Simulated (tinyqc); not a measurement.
Worked calculation: Tersoff bond-order potential. Computed by tinyqc, a small Python program that keeps every step. Command: `OMP_NUM_THREADS=1 python tinyqc.py 3000125 3000126 out.jsonl tersoff walk`. One thread of a shared host (Intel(R) Xeon(R) Processor @ 2.30GHz), about 0.01 s of CPU time with the checks. Intermediate numbers are printed to about 6 digits and carried at full precision; extremes and crossings named in words are read from the listed rows.

E = (1/2) sum_(i, j != i) [A exp(-lambda r_ij) - b_ij B exp(-mu r_ij)], b_ij = (1 + (beta zeta_ij)^n)^(-1/(2n)), zeta_ij = sum_(k != i, j) g(theta_ijk), g = 1 + c^2/d^2 - c^2/(d^2 + (h - cos theta)^2), with theta at atom i. Only nearest neighbours count (cut-off function 1 for them, 0 beyond).

Inputs (values chosen for the exercise, modelled on carbon):

| quantity | value | unit |
|---|---|---|
| A | 1394.9 | eV |
| B | 349.56 | eV |
| lambda | 3.4879 | 1/angstrom |
| mu | 2.2119 | 1/angstrom |
| beta | 1.6e-07 | - |
| n | 0.7231 | - |
| c | 37500 | - |
| d | 4.29 | - |
| h | -0.5577 | - |
| bond length r_12 | 1.55 | angstrom |
| bond length r_13 | 1.58 | angstrom |
| angle theta at atom 1 | 112 | degrees |

Constants: 1 eV/angstrom^3 = 160.2176634 GPa.

## An open trimer

Atom 1 binds atoms 2 and 3, which do not interact. b_12 = b_13 follow from zeta = g(theta); b_21 = b_31 = 1. E = sum over the two bonds of A exp(-lambda r) - (b + 1)/2 B exp(-mu r).

g(theta) = 138929

bond order b_12 = 0.958152

repulsive terms (eV): 6.26096  5.63894

attractive terms B exp(-mu r) (eV): 11.3388  10.6108

energy of the trimer = -9.59043 eV

g is least (g = 1) at cos theta = h, 123.9 degrees, wider than the tetrahedral 109.47.

## The diamond lattice

zeta = 3 g(cos theta = -1/3). With z equal bonds of order b, r = ln(lambda A/(mu b B))/(lambda - mu) and E per atom = -(z/2) b B exp(-mu r)(1 - mu/lambda). a0 = 4 r/sqrt3; B0 = phi''(r)/(3 a0) with phi'' = mu (lambda - mu) b B exp(-mu r), since b does not change under uniform scaling.

zeta = 625298

bond order b = 0.887053

bond length = 1.53542 angstrom

energy per atom of the diamond lattice = -7.60037 eV

lattice constant a0 = 3.54591 angstrom

bulk modulus B0 = 441.566 GPa

## Elastic constants of the diamond lattice

Second derivatives of the energy per atom, volume V = a0^3/8: e_xx gives C11; e_xx = -e_yy gives 2 (C11 - C12); e_xy = e_yx = s/2 with a sublattice shift u_z gives C44 = (E_ss - E_su^2/E_uu)/V and Kleinman's parameter |E_su/E_uu|/(a0/4).

C11 = 1177.32 GPa

C12 = 73.6873 GPa

C44 = 687.034 GPa

Kleinman's parameter = 0.181408

## Unrelaxed vacancy

Each of the four neighbours loses one bond; its three other bonds now have zeta = 2 g, for the direction that starts at it. E_v = -E + 12 x (1/2)(b(3g) - b(2g)) B exp(-mu r), where -E is the pair-like cost.

b(2g) = 0.912738

unrelaxed vacancy energy E_v = 5.79568 eV

Stronger back bonds return 1.805 eV, so E_v is 76 % of the cohesive energy.

## Energy against coordination

Angles seen from one bond (cos theta: count): chain -1: 1; graphitic -1/2: 2; diamond -1/3: 3; square net 0: 2, -1: 1; simple cubic 0: 4, -1: 1; bcc 1/3: 3, -1/3: 3, -1: 1; fcc 1/2: 4, 0: 2, -1/2: 4, -1: 1.

Relaxed structures:

| structure | z | zeta | b | r (angstrom) | E per atom (eV) | E per bond (eV) |
|---|---|---|---|---|---|---|
| dimer | 1 | 0 | 1.00000 | 1.44150 | -2.63665 | -5.27331 |
| chain | 2 | 8.03666e+05 | 0.86814 | 1.55232 | -3.58275 | -3.58275 |
| graphitic | 3 | 2.76419e+04 | 0.98651 | 1.45214 | -7.62159 | -5.08106 |
| diamond | 4 | 6.25298e+05 | 0.88705 | 1.53542 | -7.60037 | -3.80019 |
| square net | 4 | 3.34339e+06 | 0.71147 | 1.70829 | -4.15892 | -2.07946 |
| simple cubic | 6 | 5.88312e+06 | 0.62856 | 1.80539 | -4.44615 | -1.48205 |
| bcc | 8 | 1.09088e+07 | 0.53128 | 1.93716 | -3.74394 | -0.93599 |
| fcc | 12 | 2.09129e+07 | 0.42949 | 2.10385 | -3.13988 | -0.52331 |

The lowest are graphitic, diamond and simple cubic, the first two 0.021 eV apart. The bond order falls from 1 to 0.429 and the bond weakens from -5.27 to -0.52 eV, as b^(lambda/(lambda - mu)) with exponent 2.73. With the same z = 4 the square net lies 3.44 eV above diamond, from its angles alone. Caution: in bcc and other dense structures second neighbours can fall inside the usual cut-off; they are left out here.

Checks made by the program: (C11 + 2 C12)/3 against B0 (relative difference 2e-08).
